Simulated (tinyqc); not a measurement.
Tight binding, dimerised chain, step by step. One step of it, computed by the program tinyqc.

Problem. Bloch Hamiltonian at k. H_AA = +delta, H_BB = -delta, H_AB = -t1 - t2 exp(-i k a).

Parameters chosen for this model:
```
parameter     value                      unit
t1         2.170000       eV, inside the cell
t2         0.810000         eV, between cells
delta             0  eV, +/- on the two sites
```

k point k (2 pi / a): 0.330000

Give: H(k) at k.

Solution.

H(k) at k (eV):
```
                 A                B
A           0.0000  -1.7798+0.7098i
B  -1.7798-0.7098i           0.0000
```
